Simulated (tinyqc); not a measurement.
Growth of a silicide layer between metal and silicon: linear-parabolic kinetics, ramp anneals and Kissinger analysis. Changing the time t. Computed by tinyqc, a small Python program. Command: `OMP_NUM_THREADS=1 python tinyqc.py 3027223 3027224 out.jsonl silicide sweep`. One thread of a shared host (Intel(R) Xeon(R) Processor @ 2.30GHz), about 0.04 s of CPU time with the checks.

One compound layer of thickness x grows by diffusion through itself and reaction at an interface, dx/dt = 1/(2x/K + 1/v), until the metal is used up at x = a h.

Inputs (values chosen for the exercise, modelled on CoSi2):
```
quantity                                 value    unit
metal thickness h                          8.9      nm
silicide formed per metal thickness a     3.52       -
prefactor of the parabolic constant K  1.7e+14  nm^2/s
activation energy E of K                  2.21      eV
prefactor of the interface velocity v  7.4e+13    nm/s
activation energy E_v                     2.43      eV
temperature T                              560       C
```

Constants: k_B = 8.617333262e-05 eV/K.

Method:
- The silicide ends at the thickness a h.
- K = K0 exp(-E/(k_B T)), v = v0 exp(-E_v/(k_B T)).
- Temperatures in kelvin are T(C) + 273.15.
- x^2/K + x/v = t, so x = (K/(2v)) [sqrt(1 + 4 v^2 t/K) - 1], capped at a h; completion time t_c = (a h)^2/K + a h/v, a h being the final thickness; crossover thickness K/v.

One run for each value:
```
time t (s)  thickness at time t (nm)
0.3                       4.4334e-02
0.95                      1.4012e-01
3                         4.3981e-01
9.5                       1.3672e+00
30                        4.0964e+00
95                        1.1407e+01
300                       2.8206e+01
950                       3.1328e+01
3000                      3.1328e+01
```

Describe and explain the trends.

Over the rows, thickness at time t (nm) rises from 0.0443 to 31.3, flat over part of the range. At the low end the exponent of thickness at time t is 1.00, close to 1: interface control. At the high end the exponent of thickness at time t is 0.00, close to 0: the metal is used up. Growth is linear well below the crossover thickness K/v, would be parabolic well above it, and ends at a h = 31.328 nm.

Caution (all rows): a disilicide really forms through metal-rich phases and by nucleation, not as one layer from the metal. Caution (rows 0.300, 0.950): a thickness below one atomic layer means that growth has not started.

Extremes, crossings and ranges named in words are read from the listed rows.
